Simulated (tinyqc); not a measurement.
From ballistic to localised: localisation in a chain with random site energies (transfer matrices).

Hopping -t; leads with site energy 0, E = -2t cos(ka). psi_(j+1) = ((e_j - E)/t) psi_j - psi_(j-1), a product of matrices M_j = [[(e_j - E)/t, -1], [1, 0]]. For M = M_N ... M_1 the transmission is T = 4 sin^2(ka)/|M21 - M12 + M22 exp(ika) - M11 exp(-ika)|^2. Long samples draw e_j = W (x_j/2147483647 - 1/2) from x_j = 16807 x_(j-1) mod 2147483647, starting at x0. The localisation length xi, in sites, is defined by ln T = -2N/xi on average; weak disorder gives xi = 24 (4t^2 - E^2)/W^2, and the mean free path for backscattering is xi/2.

Parameters, chosen for this exercise: t = 0.69 eV (hopping); E = -1 eV (energy); W = 0.96 eV (full width of the disorder); x0 = 1074 (start of the number sequence).

200 samples of each length, cut one after another from the start of the sequence. Typical T = exp(mean ln T). Ohmic: 1/(1 + 2N/xi); localised: exp(-2N/xi), both with the weak-disorder xi.

Transmission:
```
N   mean T  typical T  spread of ln T  ohmic  localised
2    0.866      0.860           0.119  0.855      0.844
5    0.711      0.680           0.320  0.702      0.654
10   0.535      0.464           0.585  0.541      0.428
20   0.301      0.185           1.109  0.371      0.183
40   0.129     0.0394           1.853  0.227     0.0335
80  0.0313    0.00131           3.088  0.128    0.00112
```

What can be read from this table?

With xi = 23.6 sites, mean and typical T are 0.711 and 0.680 at N = 5, and 0.0313 and 0.00131 at N = 80, where ln T scatters by 3.1. The slope of ln(typical T) between 40 and 80 sites gives xi = 23.5, uncertain by about 7 % from the scatter of 200 samples. At N = 80 the ohmic law gives 97.9 times the typical value: a single channel has no ohmic range beyond a mean free path, and the mean is carried by rare resonant samples.

tinyqc: `OMP_NUM_THREADS=1 python tinyqc.py 1451670 1451671 out.jsonl`; about 0.07 s, one thread, shared Intel(R) Xeon(R) Processor @ 2.30GHz.
